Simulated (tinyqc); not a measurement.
Inside a calculation. Method: coherent transport through a tight-binding region between two chains. One step of it, computed by the program tinyqc.

Question. Transmission at E = -0.25 eV. Surface Green function g = (E - i sqrt(4 t^2 - E^2)) / (2 t^2); self-energy tc^2 g on each contact site; G = (E - H - Sigma)^(-1); Gamma = -2 Im Sigma; T = Gamma_L Gamma_R |G_LR|^2; local density of states -Im G_ii / pi.

H of the central region (eV):
```
           1          2          3          4
1   0.000000  -2.210000   0.000000   0.000000
2  -2.210000   0.560000  -2.000000   0.000000
3   0.000000  -2.000000   0.560000  -1.660000
4   0.000000   0.000000  -1.660000   0.000000
```

Leads: semi-infinite chains with site energy 0:

| parameter | value |
|---|---|
| lead hopping t (eV) | 1.570000 |
| coupling to the left lead (eV) | 0.960000 |
| coupling to the right lead (eV) | 1.110000 |
| left contact site | 1 |
| right contact site | 4 |

E = -0.250000 eV

Give: g; G; local density of states; transmission.

Answer.

g = -0.0507-0.6349i 1/eV

G (1/eV):
```
                 1               2                3                4
1   0.1173-0.2369i  0.4006-0.0529i   0.0326+0.2404i  -0.4667+0.1810i
2   0.4006-0.0529i  0.0228-0.1109i   0.0666+0.0135i   0.0050+0.1402i
3   0.0326+0.2404i  0.0666+0.0135i  -0.0090-0.2602i   0.5177-0.1432i
4  -0.4667+0.1810i  0.0050+0.1402i   0.5177-0.1432i   0.2466-0.2388i
```

local density of states (1/eV): 0.0754  0.0353  0.0828  0.0760

transmission = 0.4588
